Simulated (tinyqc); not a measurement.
Inside a calculation: quasiparticle equation with a plasmon-pole self-energy for two band edges. Values are carried at full precision from step to step, so a last printed digit may differ when a step is redone from the rounded ones.

For each edge E = e + X + Sc(E), with the correlation part Sc(E) = A[0]/(E - a + w) + A[1]/(E - b - w); a and b are the valence and conduction energies that enter the Green function (a = ev, b = ec in the one-shot scheme). Z = 1/(1 - dSc/dE), dSc/dE = -A[0]/(E - a + w)^2 - A[1]/(E - b - w)^2.

Values chosen for the exercise (scales of the order of those of Si; not measured data):

| symbol | value | unit | meaning |
|---|---|---|---|
| ev | 0 | eV | mean-field valence top |
| ec | 0.58 | eV | mean-field conduction edge |
| w | 13.7 | eV | pole energy |
| Av | (42.2, 25.1) | eV^2 | weights of the valence state on the hole and electron poles |
| Ac | (24.4, 42.2) | eV^2 | the same for the conduction state |
| Xv | -1.81 | eV | exchange minus the mean-field potential, valence |
| Xc | 1.69 | eV | the same, conduction |

## Linearised one-shot correction

Evaluate Sc and its slope at the mean-field energy; E = e + Z (X + Sc).

Terms:

| edge | Sc (eV) | dSc/dE | Z | X + Sc (eV) | E (eV) |
|---|---|---|---|---|---|
| valence | 1.3226 | -0.3479 | 0.7419 | -0.4874 | -0.3616 |
| conduction | -1.3716 | -0.3445 | 0.7438 | 0.3184 | 0.8168 |

gap = 1.1784 eV
gap with Z = 1 = 1.3858 eV

The gap opens by 0.598 eV, 60 % of it by lowering the valence top. Setting Z = 1 would overshoot by 0.207 eV. X and Sc have opposite signs and are each larger than the sum they leave, so both must be converged well.

## Solving the equation for the conduction edge

Newton steps on f(E) = E - ec - Xc - Sc(E) from E = ec; the first step is the linearised result.

Iterates:

| step | E (eV) | Sc (eV) | f (eV) |
|---|---|---|---|
| 0 | 0.58000 | -1.37161 | -0.318392 |
| 1 | 0.81681 | -1.45366 | 0.000474 |
| 2 | 0.81646 | -1.45354 | 0.000000 |
| 3 | 0.81646 | -1.45354 | 0.000000 |

The linearisation errs by +0.4 meV, as the shift is only 0.017 of the pole energy.

## All solutions for the valence state

Multiplying out gives a cubic; give its three roots and their weights Z.

roots (eV): -16.698  -0.361  15.828

weights: 0.1748  0.7384  0.0868

The weights add up to 1. The satellite below lies 16.34 eV from the main peak, 19 % more than w: this scheme places plasmon satellites too far out, and gives one where a cumulant form gives a series.

## Updating the energies in the Green function

Solve both equations exactly, put the results in place of a and b, and repeat five times; w is kept.

Cycles (eV):

| cycle | Ev | Ec | gap |
|---|---|---|---|
| 1 | -0.3608 | 0.8165 | 1.1772 |
| 2 | -0.4027 | 0.8264 | 1.2291 |
| 3 | -0.4089 | 0.8247 | 1.2336 |
| 4 | -0.4101 | 0.8239 | 1.2340 |
| 5 | -0.4104 | 0.8236 | 1.2340 |

The update moves the gap by +57 meV from the one-shot value; each cycle shrinks the change to about 0.09 of the one before.

## Checks

- Sum of the weights of the three roots: both 1.000000.
- Newton result against the root by bisection (eV): both 0.81646.

tinyqc: `OMP_NUM_THREADS=1 python tinyqc.py 1880678 1880679 out.jsonl`; about 0.02 s, one thread, shared Intel(R) Xeon(R) Processor @ 2.30GHz.
